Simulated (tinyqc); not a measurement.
Three ways to interpolate a mass: alloy A(1-x)B(x) by interpolation with bowing.

Each gap follows E(x) = (1 - x) E_A + x E_B - C x (1 - x); the lattice constant follows Vegard, a(x) = (1 - x) a_A + x a_B.

Mass at Gamma from the Kane formula 1/m = F + Ep (Eg + 2 Dso/3)/(Eg (Eg + Dso)). F is fixed by the masses of A and B and interpolated linearly, as is Ep; Eg and Dso carry their bowing.

Inputs chosen for the exercise (A near Si, B near Ge; not measured data): Eg = (4.234, 0.897) eV (gap at Gamma to the s-like level of A, B); Dso = (0.043, 0.288) eV (spin-orbit splitting of A, B); Ep = (21.7, 26) eV (Kane energy of A, B); me = (0.1979, 0.0386) m0 (electron mass at Gamma of A, B); C = (0.191, 0.192, 0) eV (bowing of the Gamma, X and L gaps); Cs = 0 eV (bowing of Dso).

Linear in m, linear in 1/m, and the Kane formula.

Masses (m0):
```
x,Eg (eV),linear in m,linear in 1/m,Kane,Kane m/Eg (1/eV)
0.000,4.234,0.1979,0.1979,0.1979,0.0467
0.125,3.796,0.1780,0.1306,0.1760,0.0464
0.250,3.364,0.1581,0.0974,0.1544,0.0459
0.375,2.938,0.1382,0.0777,0.1331,0.0453
0.500,2.518,0.1182,0.0646,0.1125,0.0447
0.625,2.104,0.0983,0.0553,0.0927,0.0441
0.750,1.695,0.0784,0.0483,0.0737,0.0435
0.875,1.293,0.0585,0.0429,0.0557,0.0431
1.000,0.897,0.0386,0.0386,0.0386,0.0430
```

At x = 0.5 the three give 0.1182, 0.0646 and 0.1125; judged by the largest distance, the Kane value is closer to the interpolation in m (largest distances 0.0057 m0 from the rule in m, 0.0569 m0 from the rule in 1/m). The ratio m/Eg varies by a factor of 1.09 while the gap varies by 4.72; a constant ratio is the two-band rule m = Eg/Ep at fixed Ep.

Program tinyqc; command `OMP_NUM_THREADS=1 python tinyqc.py 1051123 1051124 out.jsonl`; about 0.01 s on one thread of a shared Intel(R) Xeon(R) Processor @ 2.30GHz.
